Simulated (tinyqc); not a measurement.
# Resistance of a source-drain extension with a graded tip, step by step

tinyqc, about 0.04 s, one thread, Intel Xeon 2.30GHz (shared host): `OMP_NUM_THREADS=1 python tinyqc.py 2282239 2282240 out.jsonl` Printed values are rounded.

y runs along the channel, the gate covers y > 0. The doping is N0 for y < y0 and N0 10^(-(y - y0)/la) beyond, uniform over the depth xj. Sheet conductance s(y) = q mu(N) max(N - Nch, 0) xj + (for y > 0) ma Cox Vo, with mu(N) = u0 + (u1 - u0)/(1 + (N/Nr)^au) and Cox = eps0 eox/tox. Current is taken as one-dimensional; depletion of the tip, spreading and the contact are left out. The metallurgical junction lies at yj, where N = Nch.

Inputs (values chosen for the exercise); mobility law close to that of holes in silicon:
```
symbol,value,unit,meaning
eox,3.9,,relative permittivity of the gate insulator (close to silicon dioxide)
tox,1.6,nm,insulator thickness
N0,5.9e19,cm^-3,active doping of the extension far from the gate
la,4.8,nm/decade,lateral abruptness
y0,0.3,nm,position under the gate where the fall begins (gate edge at 0)
xj,27,nm,depth of the extension
Nch,1.3e18,cm^-3,channel doping
Vo,0.83,V,gate overdrive
ma,72,cm^2/(V s),mobility of the gate-induced layer
u1,470.5,cm^2/(V s),mobility at low doping
u0,44.9,cm^2/(V s),mobility at high doping
Nr,2.23e17,cm^-3,reference doping
au,0.719,,exponent
Lg,45,nm,gate length
```

Constants: q = 1.602176634e-19 C, eps0 = 8.8541878128e-14 F/cm where lengths are in cm. Results are converted to the units shown.

## Sheet resistances and junction position

yj = y0 + la log10(N0/Nch); sheet resistance of the full extension 1/[q mu(N0)(N0 - Nch) xj] and of the gate-induced layer 1/(ma Cox Vo); metallurgical length Lg - 2 yj; ye is where the doped and the gate-induced conductances are equal.

yj = 8.253162 nm
sheet resistance of the extension = 763.4778 ohm/square
sheet resistance of the induced layer = 7753.469 ohm/square
metallurgical length = 28.49368 nm
ye = 5.573688 nm
N at ye = 4.700748e18 cm^-3

The gate takes over 2.68 nm before the junction, where N is still 3.62 times the channel doping.

## Resistance of the overlapped part

Midpoint rule on 11 equal steps from 0 to yj: R_ov = sum h/s(y), per width.

```
point	y (nm)	N (cm^-3)	doped conductance (uS)	sheet resistance (ohm/square)
0	0.3751437	5.691111e19	1267.075	716.3068
1	1.125431	3.970884e19	912.3635	960.3030
2	1.875719	2.770622e19	660.0075	1267.456
3	2.626006	1.933158e19	479.2058	1644.249
4	3.376293	1.348831e19	348.3828	2094.867
5	4.126581	9.411258e18	252.3978	2622.110
6	4.876868	6.566558e18	180.5997	3230.243
7	5.627156	4.581713e18	125.4748	3930.056
8	6.377443	3.196819e18	81.70859	4746.465
9	7.127730	2.230531e18	45.54254	5730.099
10	7.878018	1.556318e18	14.33641	6977.834
```

R_ov = 25.450 ohm um

The exact integral is 25.508 ohm um; the coarse sum is 0.23 % below it.
